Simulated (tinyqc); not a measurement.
Deep-level transient spectroscopy: two steps of the calculation.

Schottky contact on an n-type layer with shallow donors Nd (all ionised) and a donor-like deep trap, neutral when filled and positive when empty; depletion approximation. Traps within lam of the depletion edge stay filled. A long pulse to Vp fills the traps beyond x1 = Wp - lam; back at Vr those between x1 and x2 = Wr - lam emit. A rate window reads S = C(t2) - C(t1).

Parameters, values chosen for the exercise; material values close to those of indium phosphide:
- eps_r = 12.5 (relative permittivity)
- Nc = 5.77e17 cm^-3 (conduction-band density of states at 300 K)
- vth = 4.2e7 cm/s (thermal velocity at 300 K)
- Nd = 6.4e15 cm^-3 (shallow donor density)
- Et = 0.2 eV (depth of the trap below the conduction edge)
- sn = 4.4e-17 cm^2 (capture cross-section)
- Nt = 2.9e13 cm^-3 (trap density)
- t1 = 1 ms (first sampling time)
- t2 = 4 ms (second sampling time)
- T = 170 K (temperature of the transient)

Constants: q = 1.602176634e-19 C, kB = 1.380649e-23 J/K, eps0 = 8.8541878128e-14 F/cm where lengths are in cm. Results are converted to the units shown.

Task 1. Emission rate and rate window. Emission rate en = sn vth(T) Nc(T) exp(-Et/kB T) = sn g T^2 exp(-Et/kB T), g = vth Nc/(300 K)^2, as vth goes as T^0.5 and Nc as T^1.5 (degeneracy factor 1). For an exponential transient S peaks where en = ew = ln(t2/t1)/(t2 - t1).

Find: g; en; 1/en; ew.

Result 1.

g = 2.6927e20 cm^-2 s^-1 K^-2
en = 403.07 1/s
1/en = 2.4809 ms
ew = 462.10 1/s

Task 2. The transient. W(t)^2 = Wr^2 + (Nt/Nd)(x2^2 - x1^2) exp(-en t), C = eps0 eps_r/W; for small Nt, dC/C = -(Nt/2 Nd) G exp(-en t) with G = (x2^2 - x1^2)/Wr^2. S = C(t2) - C(t1).

t, sample 0 to 6 (ms): 0  0.5  1  2.5  4  8  20
en = 403.07170 1/s
Wr = 1339.5023 nm
G = (x2^2 - x1^2)/Wr^2 = 0.72471771

Find: C; C - C(final); S.

Result 2.

```
sample  C (nF/cm^2)  C - C(final) (pF/cm^2)
0             8.249                  -13.53
1             8.252                  -11.07
2             8.254                   -9.05
3             8.258                   -4.95
4             8.260                   -2.70
5             8.262                   -0.54
6             8.263                    0.00
```

S = 6.347 pF/cm^2

Computed by the program tinyqc: `OMP_NUM_THREADS=1 python tinyqc.py 2050014 2050015 out.jsonl`, one thread of a shared Intel Xeon 2.30GHz, about 0.01 s for the whole run.
